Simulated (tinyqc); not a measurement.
Inside a calculation: Landau levels of a non-parabolic (Kane) conduction band at kz = 0. Values are carried at full precision from step to step, so a last printed digit may differ when a step is redone from the rounded ones.

In a field B along z: l = 1/sqrt((e/hbar) B) is the magnetic length, n_B = B/(h/e) the number of states per area in one level, hbar wc = 2 muB B/m for mass m in m0; 1/angstrom^2 = 1e16/cm^2.

Constants: e/hbar = 1.519267448e-05 1/(T angstrom^2); h/e = 413566.7697 T angstrom^2; muB = 5.788381798e-05 eV/T; e^2/h = 3.874045865e-05 S.

Parameters, chosen for this exercise (near those of InSb; the results hold for these values, not for the real material):
- B = 5 T (magnetic field)
- n = 6.9 x 1e11/cm^2 (electron sheet density)
- Eg = 0.235 eV (gap)
- Dso = 0.81 eV (spin-orbit splitting)
- Ep = 23.4 eV (Kane energy)

## Scales set by the field

Give l, n_B and the filling factor nu = n/n_B.

l = 114.74 angstrom
n_B = 1.2090 x 1e11/cm^2
nu = 5.707

## The lowest levels

Three-level Kane model: E = (N + 1/2) 2 muB B/m(E) + s g(E) muB B, s = +/-1/2, with 1/m(E) = 1 + (Ep/3)(2/(E + Eg) + 1/(E + Eg + Dso)) and g(E) = 2 - (2 Ep/3)(1/(E + Eg) - 1/(E + Eg + Dso)); E from the band edge, solved self-consistently; remote bands are left out, and so is the confinement energy of a real sheet, which raises m and lowers |g|.

List the eight lowest, in meV, with the gap to the next.

Levels:

| label | E (meV) | gap above (meV) |
|---|---|---|
| 0+ | 13.912 | 12.041 |
| 0- | 25.953 | 23.183 |
| 1+ | 49.136 | 9.374 |
| 1- | 58.509 | 20.073 |
| 2+ | 78.582 | 7.819 |
| 2- | 86.401 | 18.074 |
| 3+ | 104.475 | 6.773 |
| 3- | 111.248 | 16.646 |

The largest of these gaps, 23.18 meV, first occurs above level 0- and is kB T at 269 K.

## Where EF lies

Each listed level takes n_B electrons. At zero temperature and without broadening EF sits in the partly filled level.

Fill the listed levels in order up to nu; give the partly filled level, its energy and its filled share.

level: 2-

EF = 86.401 meV
filled share = 0.707

## Fields of the Hall plateaus

A plateau is centred where nu = n/n_B equals 1, 2, 3, 4, 5, 6; there rho_xy = h/(nu e^2).

Plateaus:

| nu | B (T) | 1/B (1/T) | rho_xy (kohm) |
|---|---|---|---|
| 1 | 28.536 | 0.0350 | 25.8128 |
| 2 | 14.268 | 0.0701 | 12.9064 |
| 3 | 9.512 | 0.1051 | 8.6043 |
| 4 | 7.134 | 0.1402 | 6.4532 |
| 5 | 5.707 | 0.1752 | 5.1626 |
| 6 | 4.756 | 0.2103 | 4.3021 |

The order of the levels can change with B, but these counts hold wherever the levels are resolved.

## Checks

- Mean of the two lowest levels at 1e-4 T against muB B/m(0), as a ratio: both 1.0000.

Program tinyqc; command `OMP_NUM_THREADS=1 python tinyqc.py 1251677 1251678 out.jsonl`; about 0.05 s on one thread of a shared Intel(R) Xeon(R) Processor @ 2.30GHz.
